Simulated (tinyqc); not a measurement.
Worked calculation: Pariser-Parr-Pople SCF with singles CI, for the molecule C=CC=CC=CC=C (SMILES; centres numbered as the heavy atoms are written). One step of it, computed by the program tinyqc.

Problem. Iteration 2: Fock matrix. F_rr = H_rr + P_rr gamma_rr / 2 + sum_(s != r) P_ss gamma_rs; F_rs = H_rs - P_rs gamma_rs / 2; E = tr P (H + F) / 2 + core repulsion sum_(r<s) z_r z_s gamma_rs.

P after iteration 1, lower triangle:
```
           1C         2C         3C         4C         5C        6C        7C        8C
1C   1.000000
2C   0.887299   1.000000
3C   0.000000   0.452995   1.000000
4C  -0.357158   0.000000   0.793202   1.000000
5C   0.000000  -0.083051   0.000000   0.486181   1.000000
6C   0.232334   0.000000  -0.334137   0.000000   0.793202  1.000000
7C   0.000000   0.024480   0.000000  -0.083051   0.000000  0.452995  1.000000
8C  -0.176523   0.000000   0.232334   0.000000  -0.357158  0.000000  0.887299  1.000000
```

core matrix H (eV), lower triangle:
```
            1C          2C          3C          4C          5C          6C          7C          8C
1C  -30.697454
2C   -2.670000  -34.577335
3C    0.000000   -2.670000  -36.767252
4C    0.000000    0.000000   -2.670000  -37.700911
5C    0.000000    0.000000    0.000000   -2.670000  -37.700911
6C    0.000000    0.000000    0.000000    0.000000   -2.670000  -36.767252
7C    0.000000    0.000000    0.000000    0.000000    0.000000   -2.670000  -34.577335
8C    0.000000    0.000000    0.000000    0.000000    0.000000    0.000000   -2.670000  -30.697454
```

repulsion gamma_rs (eV), lower triangle:
```
           1C         2C         3C         4C         5C         6C         7C         8C
1C  11.130000
2C   5.345504  11.130000
3C   3.872202   5.346849  11.130000
4C   2.880878   3.872231   5.344561  11.130000
5C   2.343816   2.881414   3.872202   5.345808  11.130000
6C   1.946733   2.343827   2.880878   3.872202   5.344561  11.130000
7C   1.680513   1.946998   2.343827   2.881414   3.872231   5.346849  11.130000
8C   1.467807   1.680513   1.946733   2.343816   2.880878   3.872202   5.345504  11.130000
```

Centres (angstrom, eV; a flat drawing with bonds scaled to 1.40 angstrom):
```
centre          x          y  core charge z          W   gamma_rr
1C      -4.252000  -0.231000              1  11.160000  11.130000
2C      -3.020000   0.434000              1  11.160000  11.130000
3C      -1.828000  -0.299000              1  11.160000  11.130000
4C      -0.596000   0.367000              1  11.160000  11.130000
5C       0.596000  -0.367000              1  11.160000  11.130000
6C       1.828000   0.299000              1  11.160000  11.130000
7C       3.020000  -0.434000              1  11.160000  11.130000
8C       4.252000   0.231000              1  11.160000  11.130000
```

Give: F; pi energy.

Solution.

F (eV), lower triangle:
```
         1C       2C       3C       4C       5C       6C       7C       8C
1C  -5.5950
2C  -5.0415  -5.5950
3C   0.0000  -3.8810  -5.5950
4C   0.5145   0.0000  -4.7897  -5.5950
5C   0.0000   0.1197   0.0000  -3.9695  -5.5950
6C  -0.2261   0.0000   0.4813   0.0000  -4.7897  -5.5950
7C   0.0000  -0.0238   0.0000   0.1197   0.0000  -3.8810  -5.5950
8C   0.1296   0.0000  -0.2261   0.0000   0.5145   0.0000  -5.0415  -5.5950
```

pi energy = -102.3788 eV
